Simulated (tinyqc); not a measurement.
Plane-wave Kohn-Sham cycle with exchange-only LDA in a layered model solid, step by step. Computed by tinyqc, a small Python program that keeps every step. Settings: points = 16, plane-wave index or count = 2, electrons = 2, k points = 2, area = 23.0, mixing = 1.0, iteration cap = 64. Command: `OMP_NUM_THREADS=1 python tinyqc.py 29910 29911 out.jsonl` (the two numbers bound the seeds that draw the settings). One thread of a shared host (Intel(R) Xeon(R) Processor @ 2.60GHz), about 0.02 s of CPU time with the checks.

A solid whose potential varies along x alone (atomic units):
```
parameter                      value
period a                   17.600000
cross-section of the cell  23.000000
electrons per cell                 2
grid points                       16
plane waves -n..n, n               2
k points                           2
V1 in V1 cos(2 pi x/a)     -0.770000
```

Stop when sqrt(dV sum R^2) is below 1e-8, dV = a A/N.

Course of the cycle:
```
iteration  E (hartree)  norm of the residual
1          -1.45227341              1.45e-01
2          -0.93149589              1.28e-01
3          -1.06942564              1.23e-01
4          -0.91836203              1.15e-01
5          -1.02242039              1.13e-01
6          -0.91361264              1.10e-01
7          -1.00710630              1.09e-01
8          -0.91175311              1.08e-01
9          -1.00131634              1.07e-01
10         -0.91099458              1.07e-01
11         -0.99898059              1.07e-01
...                ...                   ...
54         -1.96046085              2.41e-01
55         -1.96046085              2.41e-01
56         -1.96046085              2.41e-01
57         -1.96046085              2.41e-01
58         -1.96046085              2.41e-01
59         -1.96046085              2.41e-01
60         -1.96046085              2.41e-01
61         -1.96046085              2.41e-01
62         -1.96046085              2.41e-01
63         -1.96046085              2.41e-01
64         -1.96046085              2.41e-01
```

Can the last value be used, and what does the course show?

Not by the stop rule, although the second column moves by less than 1e-07 over the last three steps. Not converged within 64 iterations: the residual has stopped falling. Reruns (cap 100 unless said): mixing 0.1: not converged; mixing 0.5, Kerker q0 1.0: not converged; mixing 0.3, Pulay depth 5: converged in 14 (E = -0.85569); the original settings with a cap of 400: not converged.
